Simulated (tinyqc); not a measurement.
Microkinetic model of a Langmuir-Hinshelwood surface reaction A + (1/2) B2 = AB with Bronsted-Evans-Polanyi barriers. Changing the temperature T. Computed by tinyqc, a small Python program. Command: `OMP_NUM_THREADS=1 python tinyqc.py 3019723 3019724 out.jsonl microkin sweep`. One thread of a shared host (Intel(R) Xeon(R) Processor @ 2.30GHz), about 0.01 s of CPU time with the checks.

A adsorbs in equilibrium; B2 dissociates irreversibly on two free sites; adsorbed A and B react irreversibly and AB leaves at once. theta_A + theta_B + theta_* = 1.

Inputs (values chosen for the exercise, for a model catalyst): adsorption energy of A, E_A = -1.31 eV; adsorption energy per B atom, E_B = -0.626 eV; entropy loss of A, S_A = 1.6 meV/K; entropy loss of B2, S_B = 1.6 meV/K; slope a1 of the dissociation barrier = 0.78; intercept b1 = 1.4 eV; slope a2 of the reaction barrier = 0.41; intercept b2 = 0.25 eV; pressure p_A = 0.0011 bar; pressure p_B = 0.75 bar.

Constants: k_B = 8.617333262e-05 eV/K; hbar = 6.582119569e-16 eV s.

Method:
- K_A = exp(-(E_A + T S_A)/(k_B T)) per bar; barriers E1 = max(b1 + a1 2 E_B, 0), E2 = b2 - a2 (E_A + E_B); k1 = (k_B T/h) exp(-S_B/k_B) exp(-E1/(k_B T)) per bar, k2 = (k_B T/h) exp(-E2/(k_B T)), h = 2 pi hbar.
- theta_A = K_A p_A theta_*; 2 k1 p_B theta_*^2 = k2 theta_A theta_B, so theta_B = w theta_* with w = 2 k1 p_B/(k2 K_A p_A); theta_* = 1/(1 + K_A p_A + w); rate r = k2 theta_A theta_B.
- From r = 2 k1 p_B theta_*^2: order in p_B and degree of control of step 1 = 1 - 2 theta_B; control of step 2 = 2 theta_B; order in p_A = 2 (theta_B - theta_A). Apparent energy = (E1 + k_B T)(1 - 2 theta_B) + (E2 + k_B T) 2 theta_B + E_A x order in p_A.

One run for each value:
```
temperature T (K)  rate r (1/s per site)  apparent activation energy (eV)    theta_A    theta_B    theta_*
462                            8.715e-07                            3.082  9.995e-01  2.203e-08  5.392e-04
525                            9.041e-03                            3.017  9.728e-01  8.890e-06  2.722e-02
588                            5.479e+00                            2.087  6.159e-01  6.414e-04  3.834e-01
650                            7.003e+01                            0.785  1.194e-01  5.363e-03  8.752e-01
712                            1.803e+02                            0.506  1.718e-02  1.729e-02  9.655e-01
775                            3.361e+02                            0.439  2.995e-03  4.261e-02  9.544e-01
838                            5.332e+02                            0.375  6.541e-04  8.839e-02  9.110e-01
900                            7.329e+02                            0.284  1.733e-04  1.578e-01  8.421e-01
```

What does the table show?

Over the rows, rate r (1/s per site) rises from 8.71e-7 to 733 (exponent d ln y / d ln x 72 between the first rows and 4.5 between the last); apparent activation energy (eV) falls from 3.08 to 0.284 (exponent d ln y / d ln x -0.17 between the first rows and -3.9 between the last); theta_A falls from 0.999 to 1.73e-4 (exponent d ln y / d ln x -0.21 between the first rows and -19 between the last).  Left out: 400 (the rate is out of a useful range).

Caution (rows 900): B is close to or above its equilibrium coverage with B2 gas, so leaving out the desorption of B2 is not justified.
